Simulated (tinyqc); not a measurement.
# Frequency dispersion of an accumulation capacitance by border traps, distributed model: capacitance and loss against frequency

Traps spread evenly through the insulator exchange electrons with the semiconductor by tunnelling, with tau(x) = t0 exp(2 ka x) at depth x from the interface. The admittance per area Y seen at depth x obeys dY/dx = -Y^2/(i w eps0 eox) + q Nb ln(1 + i w tau)/tau, with Y(0) = i w Cs and w = 2 pi f; the gate sees Y(tox) = G + i w C. Working variable y = Y/(i w), in uF/cm^2. Cox = eps0 eox/tox.

Cox; trap-free value 1/(1/Cox + 1/Cs); response depth d = ln(1/(w t0))/(2 ka), where w tau = 1; lumped estimate: all traps within d act as C_bt = q Nb d placed at d/2, so C = 1/{1/[1/(1/Cs + d/(2 eps0 eox)) + C_bt] + (tox - d/2)/(eps0 eox)}. C and G from a fine integration; dispersion -d C/d log10 f over C, from f times and over 1.1. For a broad spread of time constants G/w is close to -(pi/2) dC/d ln w.

Values chosen for this exercise; permittivity close to that of zirconium oxide:
- eox = 22.5 (relative permittivity of the insulator)
- tox = 4.5 nm (insulator thickness)
- Cs = 2.1 uF/cm^2 (semiconductor capacitance in accumulation)
- Nb = 3e19 cm^-3 eV^-1 (density of border traps)
- ka = 5.7 1/nm (decay constant of the wave function in the insulator)
- t0 = 8e-11 s (time constant of a trap at the interface)

Constants: q = 1.602176634e-19 C, eps0 = 8.8541878128e-14 F/cm where lengths are in cm. Results are converted to the units shown.

The same in every row: trap-free C (uF/cm^2) = 1.424.

Result of one run:
```
f (Hz)  d (nm)  C (uF/cm^2)  G/w (uF/cm^2)  dispersion (% a decade)  -(pi/2) dC/d ln w (uF/cm^2)  lumped C (uF/cm^2)
1e7     0.4643        1.550        0.03178                    3.010                      0.03182               1.529
```

What becomes of these results when the frequency f is changed from 1e7 to 1e5 Hz, all else the same?

Result of the changed run:
```
f (Hz)  d (nm)  C (uF/cm^2)  G/w (uF/cm^2)  dispersion (% a decade)  -(pi/2) dC/d ln w (uF/cm^2)  lumped C (uF/cm^2)
1e5     0.8683        1.645        0.03317                    2.955                      0.03316               1.622
```

The whole series:
```
f (Hz)  d (nm)  C (uF/cm^2)  G/w (uF/cm^2)  dispersion (% a decade)  -(pi/2) dC/d ln w (uF/cm^2)  lumped C (uF/cm^2)
10       1.676        1.849        0.03689                    2.923                      0.03688               1.820
100      1.474        1.796        0.03582                    2.922                      0.03581               1.769
1000     1.272        1.744        0.03485                    2.927                      0.03484               1.719
10000    1.070        1.694        0.03397                    2.938                      0.03395               1.670
1e5     0.8683        1.645        0.03317                    2.955                      0.03316               1.622
1e6     0.6663        1.597        0.03246                    2.979                      0.03245               1.575
1e7     0.4643        1.550        0.03178                    3.010                      0.03182               1.529
```

C falls from 1.849 to 1.550 uF/cm^2, towards the trap-free 1.424; each decade of frequency removes ln 10/(2 ka) = 0.202 nm from the response depth. The dispersion rises from 2.92 to 3.01 % a decade and G/w falls from 0.0369 to 0.0318 uF/cm^2. G/w lies between 0.999 and 1.00 times -(pi/2) dC/d ln w, the relation for a broad spread of time constants.

tinyqc, about 0.4 s, one thread, Intel Xeon 2.30GHz (shared host): `OMP_NUM_THREADS=1 python tinyqc.py 2202249 2202250 out.jsonl`
